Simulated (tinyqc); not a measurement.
Self-heating of a transistor with one or more fingers, with temperature-dependent conductivity: one step, computed by the program tinyqc. Command: `OMP_NUM_THREADS=1 python tinyqc.py 3017845 3017846 out.jsonl selfheat walk`. One thread of a shared host (Intel(R) Xeon(R) Processor @ 2.30GHz), about 0.09 s of CPU time with the checks.

N long parallel fingers lie on the top face of a slab whose bottom is held at T_0; the top is otherwise insulated, and heat flows in two dimensions. P in W/mm is 1000 P in W/m.

Task: Geometry factors. A line source of power P on the top face raises the top at distance x by (P/(pi kappa_0)) g(x), g(x) = -ln tanh(pi x/(4 t)) (the image sum for the slab). On a strip of width w the centre sees the mean of g over the strip, g_0 = 1 + ln(8 t/(pi w)) for w much below t.

Inputs (values chosen for the exercise, modelled on sapphire): finger pitch s = 17 micrometre; width of the heat source w = 0.41 micrometre; substrate thickness t = 290 micrometre.

Power: power rises with temperature.

Give: own factor g_0; g(j s), j = 1..7.

Result:

own factor g_0 = 8.496

g(j s), j = 1..7: 3.079  2.388  1.986  1.703  1.486  1.311  1.166
